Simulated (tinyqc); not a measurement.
Strain-driven roughening and islands of a mismatched epitaxial film: one step, computed by the program tinyqc.

Film and substrate share isotropic elastic constants; the film is coherent and biaxially strained.

Question. Which shape at the volume V. Shallow faceted island (Tersoff form): E = 4 Gam V^(2/3) tan^(1/3)(theta) - 6 c V tan(theta), Gam = gamma [x/sin(theta) - 1/tan(theta)], x the facet energy over gamma, c = stress^2 (1 - nu)/(2 pi G). The two energies cross at V_x^(1/3) = 4 [Gam_2 t2^(1/3) - Gam_1 t1^(1/3)]/(6 c (t2 - t1)), t = tan(theta); mu = dE/dV.

Inputs (values chosen for the exercise, modelled on In(0.5)Ga(0.5)As on GaAs):
```
quantity,value,unit
shear modulus G,36.9,GPa
Poisson ratio nu,0.31,-
surface energy gamma,0.769,J/m^2
contact angle of the shallow shape theta_1,9.02,degrees
contact angle of the steep shape theta_2,26.1,degrees
facet energy of shape 1 over gamma,1.01,-
facet energy of shape 2 over gamma,1.05,-
island volume V,1800,nm^3
```

stress = 4.777855 GPa

Gam of shape 2 = 0.2656431 J/m^2

Gam of shape 1 = 0.1097065 J/m^2

c = 0.06793737 GPa

Constants: e = 1.602176634e-19 C.

Give: E of shape 1; E of shape 2; crossing volume V_x; jump of mu at V_x, shape 2 less shape 1.

Answer.

E of shape 1 = -507.5 eV

E of shape 2 = -1470 eV

crossing volume V_x = 87.84 nm^3

jump of mu at V_x, shape 2 less shape 1 = -45.00 MJ/m^3

At V the steep shape is lower. At V_x the chemical potential drops, so islands that have turned steep grow at the cost of the shallow ones. Caution: the shallow-slope form overstates the relaxation of facets steeper than about 25 degrees.
